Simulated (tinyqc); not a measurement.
# Modulation-doped quantum well, Poisson-Schroedinger loop: what changes with what

A well of width L centred at z = 0 between barriers Vb; effective-mass electrons, parabolic bands. The electrons come from donor sheets outside the mesh, a share fL of Ns on the left and the rest on the right, so the structure is neutral. Energies are counted from the band edge of the well, with U = 0 on the first node in the Hartree part.

Parameters, values chosen for the exercise; material values those of a made-up well: temperature T = 20 K; mass along z in the well mw = 0.0407 m0; mass along z in the barriers mb = 0.0694 m0; in-plane mass md = 0.0431 m0; barrier height Vb = 0.485 eV; relative permittivity (all layers) eps_r = 12.5; well width L = 12.6 nm; sheet density of electrons Ns = 8.2e11 cm^-2; share of the donors on the left side fL = 0.7; applied field along z Fz = 0 kV/cm.

Constants: q = 1.602176634e-19 C, kB = 1.380649e-23 J/K, hbar = 1.054571817e-34 J s, m0 = 9.1093837015e-31 kg, Vt = kB T/q, eps0 = 8.8541878128e-14 F/cm where lengths are in cm, hbar^2/(2 m0) = 0.0380998212 eV nm^2. Results are converted to the units shown.

Each table varies one quantity; the others keep the values above.

## Effect of the share of the donors on the left side

Schroedinger equation -C d/dz (1/m) dpsi/dz + (V0 + U) psi = E psi, C = hbar^2/(2 m0), on a fine mesh (400 intervals across the well) with hard walls 4.9 nm outside the well edges (to within half a fine step); the lowest 3 levels are kept. V0 = 0 in the well and Vb outside, plus q Fz z (1 kV/cm = 1e-4 eV/nm). N_k = D Vt ln(1 + exp((EF - E_k)/Vt)), D = md m0 q/(pi hbar^2), sum N_k = Ns; n = sum N_k |psi_k|^2. dU/dz = q (fL Ns - integral of n from the left)/(eps0 eps_r). The loop is converged to 1e-9 eV; shares under 0.001 % are printed as 0.

The same in every row: EF - E1 (meV) = 45.5; share of E2 (%) = 0.

Result of one run:

| fL | E2 - E1 (meV) | centroid (nm) | charge in the barriers (%) | range of U in the well (meV) |
|---|---|---|---|---|
| 0.8 | 101 | -0.518 | 1.92 | 44.8 |

What becomes of these results when the share of the donors on the left side fL is changed from 0.8 to 0.6, all else the same?

Result of the changed run:

| fL | E2 - E1 (meV) | centroid (nm) | charge in the barriers (%) | range of U in the well (meV) |
|---|---|---|---|---|
| 0.6 | 100 | -0.174 | 1.85 | 29.5 |

The whole series:

| fL | E2 - E1 (meV) | centroid (nm) | charge in the barriers (%) | range of U in the well (meV) |
|---|---|---|---|---|
| 0 | 103 | 0.852 | 2.05 | 64.7 |
| 0.2 | 101 | 0.518 | 1.92 | 44.8 |
| 0.4 | 100 | 0.174 | 1.85 | 29.5 |
| 0.6 | 100 | -0.174 | 1.85 | 29.5 |
| 0.8 | 101 | -0.518 | 1.92 | 44.8 |
| 1 | 103 | -0.852 | 2.05 | 64.7 |

As fL goes from 0 to 1, E2 - E1 goes from 103 through a minimum of 100 (at fL = 0.4 and 0.6 among the rows listed) to 103 meV, EF - E1 stays at 45.5 meV and the share of E2 stays at 0 %. EF stays below E2 throughout. The centroid falls from 0.852 to -0.852 nm. The spacing is smallest near the row where the centroid is closest to the middle: tilting the well confines the electrons more tightly.

## Effect of the sheet density of electrons

Same model as above.

Effect of the sheet density of electrons:

| Ns (cm^-2) | E2 - E1 (meV) | EF - E1 (meV) | share of E2 (%) | centroid (nm) | charge in the barriers (%) | range of U in the well (meV) |
|---|---|---|---|---|---|---|
| 5e10 | 106 | 2.39 | 0 | -0.0231 | 1.61 | 2.43 |
| 9.4e10 | 105 | 5.14 | 0 | -0.0432 | 1.63 | 4.55 |
| 1.7e11 | 105 | 9.44 | 0 | -0.0775 | 1.65 | 8.16 |
| 3.3e11 | 104 | 18.3 | 0 | -0.148 | 1.70 | 15.6 |
| 6.1e11 | 102 | 33.9 | 0 | -0.264 | 1.79 | 28.0 |
| 1.1e12 | 98.7 | 61.1 | 0 | -0.450 | 1.98 | 48.0 |
| 2.1e12 | 94.1 | 105 | 9.68 | -0.699 | 2.94 | 83.5 |

Read the table: what changes, and by how much?

As Ns goes from 5e10 to 2.1e12, E2 - E1 falls from 106 to 94.1 meV, EF - E1 rises from 2.39 to 105 meV and the share of E2 rises from 0 to 9.68 %. EF lies above E2 for Ns = 2.1e12. The band bending across the well rises from 2.43 to 83.5 meV, as Ns^(0.95).

Numbers from tinyqc (`OMP_NUM_THREADS=1 python tinyqc.py 2140123 2140124 out.jsonl`; about 0.2 s on one thread of a shared Intel Xeon 2.30GHz).
